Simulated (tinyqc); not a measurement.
# Barrier and mass from two temperatures

Problem. The saturation current of a Schottky diode is J0 = A* T^2 exp(-q phi/(kB T)) with a fixed barrier and A* = 4 pi q me m0 kB^2/h^3 (times 1e-4 for A/(cm^2 K^2)). Find phi, A* and me.

Constants: q = 1.602176634e-19 C, kB = 1.380649e-23 J/K, h = 6.62607015e-34 J s, m0 = 9.1093837015e-31 kg. Results are converted to the units shown.

J0 at 250 and 350 K (A/cm^2): 9.2982375e-12  1.0996293e-6

Answer. The slope of ln(J0/T^2) against q/(kB T) is -phi and the intercept is ln A*.

phi = 0.8300 eV
A* = 8.028 A/(cm^2 K^2)
me = 0.06680 m0

Computed by the program tinyqc: `OMP_NUM_THREADS=1 python tinyqc.py 2640028 2640029 out.jsonl`, one thread of a shared Intel Xeon 2.30GHz, about 0.01 s for the whole run.
